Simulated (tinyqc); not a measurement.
From results back to parameters: overlap of hydrogenic dopants: pairs, impurity band and the Mott density. Two cases, with inputs chosen for the exercise.

Problem. Ry* = Ry m/eps^2, aB = a0 eps/m, and the Mott density is (0.26/aB)^3 (1/angstrom^3 = 1e24/cm^3). Binding energy and critical density come from a hidden mass and dielectric constant.

Constants: Ry = 13.60569312 eV; a0 (Bohr radius) = 0.5291772105 angstrom.

Find: aB; eps; m.

Method. aB = 0.26/n^(1/3); the product Ry* aB = Ry a0/eps gives eps, and m = a0 eps/aB.

Case 1.

binding energy = 62.15274 meV
critical density = 1.000344e+19 1/cm^3

Solution.

aB = 12.07 angstrom
eps = 9.60
m = 0.421 m0

Case 2.

binding energy = 6.56578 meV
critical density = 5.358025e+16 1/cm^3

Solution.

aB = 68.97 angstrom
eps = 15.90
m = 0.122 m0

Computed by tinyqc, one run a case: `OMP_NUM_THREADS=1 python tinyqc.py N N+1 out.jsonl` with N = 1481813, 1481841; one thread of a shared Intel(R) Xeon(R) Processor @ 2.30GHz, about 0.01 s a run at most.
